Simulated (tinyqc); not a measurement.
Tunnelling through a two-layer gate stack, WKB transmission and Tsu-Esaki current: one step of the calculation.

Electrons leave the emitter at x = 0. Energies E (motion across the layers) are in eV from the emitter Fermi level; the collector Fermi level lies at -V and offers states at every E. No charge in the dielectric and no image force: F1 = V/(t1 + t2 eps1/eps2), F2 = F1 eps1/eps2; U = phi1 - F1 x in layer 1 and phi2 - F1 t1 - F2 (x - t1) in layer 2. With C = hbar^2/(2 m0), kappa = sqrt(m (U - E)/C) where U > E and 0 elsewhere; T(E) = exp(-S), S = 2 times the integral of kappa over x.

Question. Current density on a coarse energy grid. Each layer adds (2/F) sqrt(m/C) [G(u at its left edge) - G(u at its right edge)] to S, with u = U - E (0 where negative) and G(u) = (2/3) u^1.5. The slope follows from 1/d = -dS/dE.

J = J0 times the integral of T(E) N(E) dE, N = ln[(1 + exp(-E/Vt))/(1 + exp((-E - V)/Vt))], J0 = q^2 me m0 kB T/(2 pi^2 hbar^3) (times 1e-4 for A/cm^2 per eV), by Simpson's rule on nE equally spaced points from Ea to Eb.

Inputs (values chosen for the exercise); layer 1 close to silicon dioxide, layer 2 close to aluminium oxide:
- T = 400 K (temperature)
- Ef = 0.11 eV (Fermi energy of the emitter above its band bottom)
- me = 1 m0 (emitter mass in the supply function)
- phi1 = 3.17 eV (barrier of layer 1 above the emitter Fermi level at zero bias)
- m1 = 0.48 m0 (tunnelling mass of layer 1)
- t1 = 1.1 nm (thickness of layer 1)
- eps1 = 3.87 (relative permittivity of layer 1)
- phi2 = 2.59 eV (barrier of layer 2 at zero bias)
- m2 = 0.41 m0 (tunnelling mass of layer 2)
- t2 = 2 nm (thickness of layer 2)
- eps2 = 8.65 (relative permittivity of layer 2)
- V = 0.6 V (voltage across the dielectric)
- Ea = -0.11 eV (lower end of the energy grid)
- Eb = 0.4 eV (upper end of the energy grid)
- nE = 13 (points of the energy grid)

Constants: q = 1.602176634e-19 C, kB = 1.380649e-23 J/K, hbar = 1.054571817e-34 J s, m0 = 9.1093837015e-31 kg, Vt = kB T/q, hbar^2/(2 m0) = 0.0380998212 eV nm^2. Results are converted to the units shown.

Wanted: E; T(E); N; T(E) N; J0; J.

Answer.

```
point,E (eV),T(E),N,T(E) N
0,-0.1100,3.150e-15,3.232,1.018e-14
1,-0.0675,4.176e-15,2.090,8.728e-15
2,-0.0250,5.549e-15,1.120,6.216e-15
3,0.0175,7.394e-15,0.4712,3.484e-15
4,0.0600,9.877e-15,0.1616,1.596e-15
5,0.1025,1.323e-14,0.04985,6.595e-16
6,0.1450,1.777e-14,0.01479,2.628e-16
7,0.1875,2.394e-14,0.004332,1.037e-16
8,0.2300,3.234e-14,0.001264,4.089e-17
9,0.2725,4.382e-14,3.686e-4,1.615e-17
10,0.3150,5.957e-14,1.074e-4,6.400e-18
11,0.3575,8.125e-14,3.131e-5,2.544e-18
12,0.4000,1.112e-13,9.125e-6,1.015e-18
```

J0 = 5.578e8 A/(cm^2 eV)
J = 6.196e-7 A/cm^2

The integrand peaks at E = -0.110 eV among these points.

Numbers from tinyqc (`OMP_NUM_THREADS=1 python tinyqc.py 2540154 2540155 out.jsonl`; about 0.05 s on one thread of a shared Intel Xeon 2.30GHz).
